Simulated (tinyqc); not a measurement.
Chemically amplified photoresist: aerial image, acid generation, bake, development and line width: one step, computed by the program tinyqc. Command: `OMP_NUM_THREADS=1 python tinyqc.py 3003115 3003116 out.jsonl resist walk`. One thread of a shared host (Intel(R) Xeon(R) Processor @ 2.30GHz), about 0.03 s of CPU time with the checks.

Lines and spaces of pitch p with a two-beam-like image; x = 0 is the middle of the bright space. The resist is positive and treated as uniform in depth.

Task: Acid image and its blur. Dose E(x) = E [1 + c cos(2 pi x/p)]; acid h = 1 - exp(-C E(x)). Bake: the acid image is blurred by a Gaussian of variance sigma^2 = 2 D t (each Fourier term k of h, taken on 64 points, is multiplied by exp(-4 pi^2 k^2 D t/p^2)). Cosine coefficients: h(x) = sum_k h_k cos(2 pi k x/p).

Inputs (values chosen for the exercise, for a model resist at 13.5 nm): pitch p = 36 nm; image contrast c = 0.88; mean dose E = 7.93 mJ/cm^2; Dill parameter C = 0.048 cm^2/mJ; acid diffusivity D = 0.12 nm^2/s; bake time t = 90 s.

Give: diffusion length sigma = sqrt(2 D t); h_0 to h_4 before the bake; h_0 to h_4 after the blur; blur factor of the first harmonic.

Result:

diffusion length sigma = sqrt(2 D t) = 4.648 nm

h_0 to h_4 before the bake: [0.2973, 0.2321, -0.0193, 0.0011, 0.0000]

h_0 to h_4 after the blur: [0.2973, 0.1671, -0.0052, 0.0001, 0.0000]

blur factor of the first harmonic = 0.7197

sigma/p = 0.129; the blur keeps 72 % of the modulation.
